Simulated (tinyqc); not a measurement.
Vacancy excess varied: nucleation and growth of vacancy voids in a cooling silicon-like crystal. Computed by tinyqc, a small Python program. Command: `OMP_NUM_THREADS=1 python tinyqc.py 3018827 3018828 out.jsonl voids walk`. One thread of a shared host (Intel(R) Xeon(R) Processor @ 2.30GHz), about 0.7 s of CPU time with the checks.

Spherical voids; vacancies are lost only to voids.

Inputs (values chosen for the exercise, close to those used for silicon): vacancy density at the melting point C_m = 7.8e+14 1/cm^3; formation energy E_f = 3.79 eV; melting point T_m = 1685 K; diffusion prefactor D0 = 0.00066 cm^2/s; migration energy E_m = 0.47 eV; site density rho = 5e+22 1/cm^3; void surface energy gamma = 0.847 J/m^2; cooling rate q = 0.87 K/min; vacancy excess C0 = 9.8e+13 1/cm^3; temperature step = 0.125 K.

Vacancy supply: given.

Constants: k_B = 8.617333262e-05 eV/K; k_B = 1.380649e-23 J/K.

Method:
- C = C0 as given.
- C_e = C_m exp[-(E_f/k_B)(1/T - 1/T_m)]; D = D0 exp(-E_m/(k_B T)); f = k_B T ln(C/C_e); r* = 2 gamma/(rho f); W* = 16 pi gamma^3/(3 rho^2 f^2); Z = f/sqrt(12 pi W* k_B T); I = rho Z (4 pi r* D C) exp(-W*/(k_B T)).
- March down from 1500 K in steps dT, dt = dT/q, with values at the upper end of each step: a class of I dt voids is born with r*; then all classes grow by r^2 += 2 D (C - C_e) dt/rho; C falls by the vacancies added to voids. Stop at 1150 K. T_n is the T of the largest I, N the final count (classes under 1e-6 /cm^3 are dropped), and the mean radius the number average.

initial excess C = 9.80e+13 1/cm^3

At fixed q:
```
C (1/cm^3)   T_n (K)  N (1/cm^3)  mean radius (nm)
3.90e+13    1338.625  2.4217e+06             42.20
5.90e+13    1360.875  1.7573e+06             53.94
9.80e+13    1388.875  1.1866e+06             72.85
1.60e+14    1416.750  8.1241e+05             97.37
2.40e+14    1440.625  5.9409e+05            123.76
```

More vacancies nucleate earlier (T_n rises by 102 K) and give fewer, larger voids: N goes as C^-0.77 and the radius as C^0.59, steeper than the -1/2 and +1/2 of the scaling argument at fixed D, because D rises with T_n.

Extremes, crossings and ranges named in words are read from the listed rows.
